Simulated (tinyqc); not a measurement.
Nanowire ballistic transistor, top-of-the-barrier model: one step of the calculation.

At the top of the source barrier, states moving towards the drain are filled by the source (Fermi level 0) and states moving back by the drain (Fermi level -q Vd); nothing scatters. U is the shift of the band edge there, set by the capacitances CG, CD and CS (the total) and by the charge. Parabolic one-dimensional subband; the source is grounded.

Question. Density of states, capacitances and charge at zero bias. N0 = gv sqrt(2 m kB T/pi)/hbar, CG = 2 pi eps0 eox/ln(1 + 2 tox/d), CS = CG/aG, n0 = n at U = 0 and Vd = 0. eta1 = -(E0 + U)/Vt, eta2 = eta1 - Vd/Vt, n = (N0/2)[F_(-1/2)(eta1) + F_(-1/2)(eta2)], F_(-1/2)(x) = (1/sqrt(pi)) int_0^infinity u^(-1/2)/(1 + exp(u - x)) du. UL = -(aG Vg + aD Vd).

Inputs (values chosen for the exercise); mass and valleys close to those of gallium nitride: temperature T = 400 K; effective mass m = 0.191 m0; valley degeneracy gv = 1; relative permittivity of the gate insulator eox = 16; insulator thickness tox = 5.1 nm; wire diameter d = 3 nm; gate control CG/CS aG = 0.96; drain control CD/CS aD = 0.006; band edge at the barrier top above the source Fermi level at zero bias E0 = 0.25 eV; gate voltage Vg = 0.5 V; drain voltage Vd = 0.2 V.

Constants: q = 1.602176634e-19 C, kB = 1.380649e-23 J/K, hbar = 1.054571817e-34 J s, m0 = 9.1093837015e-31 kg, Vt = kB T/q, eps0 = 8.8541878128e-14 F/cm where lengths are in cm. Results are converted to the units shown.

Give: N0; CG; CS; n0; UL.

Answer.

N0 = 2.3453e6 cm^-1
CG = 6.0078 pF/cm
CS = 6.2581 pF/cm
n0 = 1660.0 cm^-1
UL = -0.48120 eV

Program tinyqc, `OMP_NUM_THREADS=1 python tinyqc.py 2400126 2400127 out.jsonl`; Intel Xeon 2.30GHz, shared host, one thread, about 0.04 s.
